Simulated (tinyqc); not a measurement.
# Electron density from the centroid

Question. In the Fang-Howard model the centroid is 3/b with b^3 = 6 (mz1/C) q (Nd + 11 Ns/32)/(eps0 eps_r), C = hbar^2/(2 m0), the field in eV/nm. Find b and Ns.

Values chosen for this exercise; masses and permittivity close to those of silicon (100):

| symbol | value | unit | meaning |
|---|---|---|---|
| eps_r | 11.7 |  | relative permittivity |
| mz1 | 0.898 | m0 | mass along z of valley set A (2 valley(s)) |
| Nd | 7.3e11 | cm^-2 | sheet density of depletion charge |

Constants: q = 1.602176634e-19 C, hbar = 1.054571817e-34 J s, m0 = 9.1093837015e-31 kg, eps0 = 8.8541878128e-14 F/cm where lengths are in cm, hbar^2/(2 m0) = 0.0380998212 eV nm^2. Results are converted to the units shown.

centroid = 2.4461146 nm

Solution. b = 3/centroid gives Nd + 11 Ns/32, from which the depletion charge is taken off.

b = 1.226 1/nm
Ns = 3.300e11 cm^-2

Program tinyqc, `OMP_NUM_THREADS=1 python tinyqc.py 2160104 2160105 out.jsonl`; Intel Xeon 2.30GHz, shared host, one thread, about 0.9 s.
